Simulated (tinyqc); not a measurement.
Froehlich polaron in a polar crystal: one step, computed by the program tinyqc.

One electron in a parabolic band of mass m*, coupled to dispersionless LO phonons in the continuum model. Energies are in units of hbar omega unless marked, wave numbers in k_0 = sqrt(2 m* omega/hbar).

Problem. Second-order perturbation theory. At T = 0 and k < k_0: E(k) = (k/k_0)^2 - alpha arcsin(k/k_0)/(k/k_0); so E(0) = -alpha, 1/m_p = (1 - alpha/6)/m*, and the mean number of phonons in the cloud at k = 0 is alpha/2. The Lee-Low-Pines variational state gives the same E(0) and m_p = m* (1 + alpha/6).

Inputs (values chosen for the exercise, for a model crystal): LO phonon energy hbar omega = 87.9 meV; electron wave number k/k_0 = 0.67.

coupling constant alpha = 0.7589137

Give: energy shift at k = 0; E(k); m*/m_p, second order; m_p/m*, Lee-Low-Pines; phonons in the cloud.

Solution.

energy shift at k = 0 = -66.709 meV

E(k) = -0.38274 hbar omega

m*/m_p, second order = 0.87351

m_p/m*, Lee-Low-Pines = 1.1265

phonons in the cloud = 0.37946
